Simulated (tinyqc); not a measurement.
Inside a calculation: interface roughness in a thin film (subband fluctuation and scattering). Values are carried at full precision from step to step, so a last printed digit may differ when a step is redone from the rounded ones.

Square well of width t, barriers V0, c = hbar^2/2m0: E1 solves k t + 2 atan[(k/mz)/(kappa/mb)] = pi, k = sqrt(mz E/c), kappa = sqrt(mb (V0 - E)/c). One interface is rough, so the subband edge fluctuates by G dt with G = |dE1/dt| (central difference of 0.01 angstrom; 2 E1/t for hard walls).

Constants: hbar^2/2m0 = 3.80998211 eV angstrom^2; e^2/(4 pi eps0) = 14.39964547 eV angstrom; hbar = 6.58211957e-16 eV s.

Parameters, chosen for this exercise (near those of a thin Si channel on (100), two-fold valleys; not measured data):
- t = 22 angstrom (film thickness)
- mz = 0.91 m0 (confinement mass)
- V0 = 3.1 eV (barrier)
- mb = 0.46 m0 (barrier mass)
- D = 3.7 angstrom (rms height of the roughness)
- md = 0.186 m0 (mass in the plane)
- gv = 2 (valleys)
- Lc = 46 angstrom (correlation length)
- Ns = 0.82 x 1e12/cm^2 (sheet density)
- eps = 7.8 (mean dielectric constant at the channel)
- Lg = 200 angstrom (gate length)
- Wg = 400 angstrom (gate width)

## Sensitivity of the level to thickness

Give E1, G, the hard-wall values and the rms fluctuation G D.

E1 = 73.78 meV
G = |dE1/dt| = 6.2282 meV/angstrom

hard walls: E1 (meV) and G (meV/angstrom): 85.376  7.761

G D = 23.04 meV

Hard walls overstate G by a factor 1.25, and the scattering rate, which goes as G^2, by 1.55.

## The angular integrand

Gaussian roughness spectrum S(q) = pi D^2 Lc^2 exp(-q^2 Lc^2/4). Degenerate gas, taken to fill one subband (the second starts to fill once c kF^2/md exceeds E2 - E1, which is not tested here): kF = sqrt(2 pi Ns/gv), q = 2 kF sin(theta/2), 1/tau = (md/(2 pi c hbar)) G^2 times the integral from 0 to pi of S(q)(1 - cos theta)/eps(q)^2 dtheta, eps(q) = 1 + qs/q with screening (qs = gv md q0/(c eps), q0 = e^2/(4 pi eps0), form factors left out, which overstates the screening; other scattering is left out too, so these values lie far above measured mobilities in all but the thinnest films) or 1 without; mobility = tau c2/md with c2 = e/m0 = 1.75882e15 cm^2/(V s^2); 1e12/cm^2 = 1e-4/angstrom^2.

kF, qs, and exp(-q^2 Lc^2/4)(1 - cos theta) without and with the factor 1/eps^2 at theta = 30, 60, ..., 180 degrees.

kF = 0.01605 1/angstrom
qs = 0.1803 1/angstrom

Integrand:
```
theta  q (1/angstrom)   bare  eps(q)  screened
30             0.0083  0.129   22.70  0.000251
60             0.0161  0.436   12.23   0.00292
90             0.0227  0.761    8.94   0.00952
120            0.0278  0.997    7.48    0.0178
150            0.0310   1.12    6.81    0.0242
180            0.0321   1.16    6.62    0.0265
```

kF Lc = 0.74: the roughness is short-ranged for these electrons, and back-scattering dominates.

## Scattering time and mobility

Integrate over theta.

Results:
```
case      integral  tau (fs)  mobility (cm^2/(V s))
bare         2.108     11.39                  107.7
screened   0.03556     674.9                   6382
```

Screening raises the mobility by a factor 59.3. With it kF l = 10.8, so by this rate the carriers are far from localisation. G D = 23.0 meV exceeds EF - E1 = 5.3 meV, though, so the gas breaks into puddles and this rate is not to be trusted.

## Threshold variation

Averaged over an area A = Lg Wg much larger than Lc^2, the thickness varies by D sqrt(pi Lc^2/A), so sigma(Vt) = G D Lc sqrt(pi/A)/e; the Pelgrom coefficient is sigma sqrt(A) (1 micrometre = 1e4 angstrom).

rms of the mean thickness = 1.067 angstrom
sigma(Vt) = 6.643 mV
coefficient = 0.188 mV micrometre

The electrostatic effect of the thickness is left out. Lc is not small against the gate, so the averaging formula overstates the variation.

## Checks

- G from the envelope at the wall, psi(t/2)^2 (E1 + c mz (kappa/mb)^2), against the difference quotient, meV/angstrom: both 6.228.
- Bare integral for Lc -> 0 against pi: both 3.1416.

tinyqc: `OMP_NUM_THREADS=1 python tinyqc.py 1250117 1250118 out.jsonl`; about 0.01 s, one thread, shared Intel(R) Xeon(R) Processor @ 2.30GHz.
